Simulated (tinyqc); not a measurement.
# BCS gap equation with a constant attraction inside the Debye window, step by step

A worked calculation. Computed by tinyqc, a small Python program that keeps every step. Command: `OMP_NUM_THREADS=1 python tinyqc.py 3007047 3007048 out.jsonl bcs walk`. One thread of a shared host (Intel(R) Xeon(R) Processor @ 2.30GHz), about 0.01 s of CPU time with the checks. Intermediate numbers are printed to about 5 digits and carried at full precision; extremes and crossings named in words are read from the listed rows.

Pairs attract with strength V for |xi| < k_B Theta; N(0) is the density of states for one spin. Energies are given as temperatures (E/k_B, in K) unless marked.

Inputs (values chosen for the exercise, modelled on titanium nitride): coupling N(0)V = 0.213; Debye temperature Theta = 549 K; temperature T = 0.997 K; Fermi velocity v_F = 730000 m/s; electron density n = 5.05 1e28/m^3; mean free path l = 78 nm; junction resistance R_n = 0.21 kilo-ohm.

Solver: bisection.

Constants: k_B = 8.617333262e-05 eV/K; hbar = 1.054571817e-34 J s; k_B = 1.380649e-23 J/K; m_0 = 9.1093837015e-31 kg; eps_0 = 8.8541878128e-12 F/m; c = 299792458 m/s; e = 1.602176634e-19 C; h = 6.62607015e-34 J s.

## Gap at zero temperature

At T = 0 the gap equation 1/(N(0)V) = int_0^Theta d xi/sqrt(xi^2 + Delta^2) has the integral arcsinh(Theta/Delta), so Delta_0 = Theta/sinh(1/(N(0)V)); weak coupling gives 2 Theta exp(-1/(N(0)V)).

Delta_0 = 10.039 K

weak-coupling Delta_0 = 10.038 K

Delta_0 in meV = 0.86511 meV

## Critical temperature

Gap equation: 1/(N(0)V) = I(Delta, T) = int_0^Theta tanh(E/2T)/E d xi, E = sqrt(xi^2 + Delta^2); 64 Gauss-Legendre points in y with xi = max(Delta, T) sinh(y). T_c solves I(0, T_c) = 1/(N(0)V); the weak-coupling form is T_c = (2 e^C/pi) Theta exp(-1/(N(0)V)) with Euler's C = 0.5772157, and 2 Delta_0/T_c then tends to 2 pi e^-C = 3.528.

T_c = 5.6911 K

weak-coupling T_c = 5.6911 K

2 Delta_0/T_c = 3.5280

T_c/Theta = 0.0104; the ratio lies +0.01 % from 3.528, so the universal weak-coupling laws hold.

## One evaluation of the gap equation

Take Delta = Delta_0 as the trial; the fixed-point update is Delta(new) = N(0)V Delta I(Delta, T).

I(Delta_0, T) = 4.6948

updated Delta = 10.039 K

## Gap at temperature T

Residual r = N(0)V I - 1, with Delta_0 = Theta/sinh(1/(N(0)V)). Bisection between 0 and Delta_0. Stop when |r| < 1e-9 or after 40 steps.

Iterations:
```
step  Delta (K)   residual r
1         5.020   1.4612e-01
2         7.529   6.1168e-02
3         8.784   2.8412e-02
4         9.412   1.3731e-02
5         9.725   6.7516e-03
6         9.882   3.3455e-03
7         9.961   1.6627e-03
8        10.000   8.2618e-04
9        10.020   4.0916e-04
...         ...          ...
16       10.039   2.7029e-06
17       10.039   1.0786e-06
18       10.039   2.6647e-07
19       10.039  -1.3960e-07
20       10.039   6.3437e-08
21       10.039  -3.8080e-08
22       10.039   1.2679e-08
23       10.039  -1.2701e-08
24       10.039  -1.1059e-11
```

converged (1 yes, 0 no) = 1

Delta(T) = 10.039 K

Converged in 24 steps: Delta(T)/Delta_0 = 1.0000 at T/T_c = 0.175.

## Lengths and fields

xi_0 = hbar v_F/(pi Delta_0); lambda_L = sqrt(m_0 eps_0 c^2/(n e^2)); N(0) = 3 n/(2 m_0 v_F^2) for one spin; condensation energy N(0) Delta_0^2/2 = B_c^2/(2 mu_0), mu_0 = 1/(eps_0 c^2); with scattering lambda = lambda_L sqrt(1 + xi_0/l) in the local limit (where xi_0 and l both exceed lambda, nonlocal response makes the true depth larger); Ginzburg-Landau kappa = 0.96 lambda_L/xi_0 + 0.72 lambda_L/l. Free-electron mass throughout; heavier carriers, as in niobium or vanadium, give a larger lambda_L and kappa and can make the metal type II.

coherence length xi_0 = 176.79 nm

London depth lambda_L = 23.647 nm

critical field B_c(0) = 61.378 mT

depth with scattering = 42.740 nm

Ginzburg-Landau kappa = 0.34669

Kappa lies below 1/sqrt(2): type I, and l is comparable with xi_0, between the clean and dirty limits.

## A tunnel junction of this metal

Ambegaokar-Baratoff: I_c R_n = (pi Delta/(2e)) tanh(Delta/2T); Josephson energy E_J = hbar I_c/(2e), given as E_J/h; inductance hbar/(2 e I_c); thermal quasiparticle fraction x = n_qp/(2 N(0) Delta) = sqrt(2 pi T/Delta) exp(-Delta/T), valid for T well below Delta.

I_c R_n = 1358.7 microvolt

critical current I_c = 6470.2 nA

E_J/h = 3213.7 GHz

Josephson inductance = 0.050865 nH

quasiparticle fraction x = 3.3471e-05

## Gap and superfluid density against temperature

Interpolation tanh(1.74 sqrt(T_c/T - 1)); near T_c, 1.74 sqrt(1 - T/T_c). Clean-limit superfluid fraction 1 - (1/2T) int_0^(40 T) cosh^-2(E/2T) d xi (64 points); two-fluid rule 1 - (T/T_c)^4.

Reduced quantities:
```
T/T_c  Delta/Delta_0  tanh form  square-root form  superfluid fraction  two-fluid rule
0.10         1.00000    0.99994            1.6507              1.00000         0.99990
0.20         0.99988    0.99810            1.5563              0.99885         0.99840
0.30         0.99712    0.99022            1.4558              0.98177         0.99190
0.40         0.98504    0.97221            1.3478              0.92795         0.97440
0.50         0.95689    0.94023            1.2304              0.83408         0.93750
0.60         0.90701    0.88975            1.1005              0.70673         0.87040
0.70         0.82879    0.81411            0.9530              0.55378         0.75990
0.80         0.71106    0.70137            0.7782              0.38184         0.59040
0.90         0.52636    0.52267            0.5502              0.19599         0.34390
0.95         0.38033    0.37925            0.3891              0.09907         0.18549
0.98         0.24359    0.24358            0.2461              0.03986         0.07763
```

The tanh form misses the gap by at most about 0.017 (at T/T_c = 0.6); the square-root form is within 3 % only from T/T_c = 0.95. The gap keeps 99 % of Delta_0 up to T/T_c = 0.3, since quasiparticles are exponentially few. The two-fluid rule exceeds the BCS superfluid fraction most, by 0.21, at T/T_c = 0.8.

Checks made by the program: weak-coupling T_c, allowing for terms of order exp(-Theta/T_c) (relative difference below 1e-10).
